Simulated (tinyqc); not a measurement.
# Random telegraph noise from one oxide trap in a small MOSFET: effect of the temperature

An acceptor-like trap exchanges electrons with the channel. Inversion charge Q = Cox u, u = n Vt W0(exp((Vg - VT)/(n Vt))), W0 the Lambert function, n = nf, Cox = eps0 eox/tox; linear regime Id = (W/L) mu Q Vd. Relative to threshold the surface potential rises by Vt ln(u/u0) and the oxide voltage by the rest of Vg - VT, with u0 = n Vt W0(1).

N = Cox u/q; dpsi = Vt ln(u/u0); E = E0 - dpsi - (xt/tox)(Vg - VT - dpsi); capture time tc = 1/[(N/zi) vth s0 exp(-xt/lt - EB/Vt)]; emission time te = tc exp(-E/Vt); occupancy te/(tc + te). A = W L; threshold step dV = q (1 - xt/tox)/(Cox A); gm/Id = 1/(u + n Vt); relative step dI/I = (gm/Id) dV + asc mu/A. fc = (1/tc + 1/te)/(2 pi); rms = (dI/I) sqrt(tc te)/(tc + te). VT, nf, vth and mu are held fixed.

Inputs (values chosen for the exercise); values of the order met in silicon transistors: relative permittivity of the gate insulator (close to hafnium oxide) eox = 21.6; insulator thickness tox = 4.2 nm; depth of the trap from the channel interface xt = 1.4 nm; trap level above the channel Fermi level at threshold E0 = 0.31 eV; capture prefactor s0 = 6e-16 cm^2; capture barrier (lattice relaxation) EB = 0.38 eV; tunnelling decay length lt = 0.18 nm; thermal velocity vth = 2.3e7 cm/s; thickness of the inversion layer zi = 2.2 nm; threshold voltage VT = 0.3 V; body factor nf = 1.39; gate width W = 22 nm; gate length L = 160 nm; mobility mu = 350 cm^2/(V s); scattering coefficient of the charged trap asc = 1.1e-16 V s; drain voltage Vd = 0.05 V; gate voltage Vg = 1.13 V.

Constants: q = 1.602176634e-19 C, kB = 1.380649e-23 J/K, Vt = kB T/q, eps0 = 8.8541878128e-14 F/cm where lengths are in cm. Results are converted to the units shown.

Effect of the temperature:
```
T (K)     E (eV)    tc (s)    te (s)  occupancy  dI/I (%)   fc (Hz)  rms dI/I (%)
180    -0.009280     77.49     141.0     0.6453    0.1954  0.003183       0.09347
210     -0.01438     2.368     5.242     0.6889    0.1959   0.09758       0.09071
240     -0.01921    0.1734    0.4390     0.7168    0.1964     1.280       0.08850
270     -0.02379   0.02275   0.06324     0.7355    0.1969     9.514       0.08684
300     -0.02816  0.004486   0.01333     0.7482    0.1973     47.42       0.08563
330     -0.03232  0.001190  0.003708     0.7571    0.1976     176.7       0.08476
360     -0.03631  3.942e-4  0.001271     0.7632    0.1979     529.0       0.08415
390     -0.04013  1.549e-4  5.114e-4     0.7675    0.1982      1338       0.08374
```

Read the table: what changes, and by how much?

As T goes from 180 to 390, tc falls from 77.5 to 1.55e-4 s, te falls from 141 to 5.11e-4 s and dI/I rises from 0.195 to 0.198 %. Activation energies over the table: 0.378 eV for capture (EB = 0.38 eV, altered by the change of N) and 0.361 eV for emission.

Range of the model: VT is taken as given; short-channel effects and the uneven flow of current among few electrons are left out.

Numbers from tinyqc (`OMP_NUM_THREADS=1 python tinyqc.py 2710096 2710097 out.jsonl`; about 0.01 s on one thread of a shared Intel Xeon 2.30GHz).
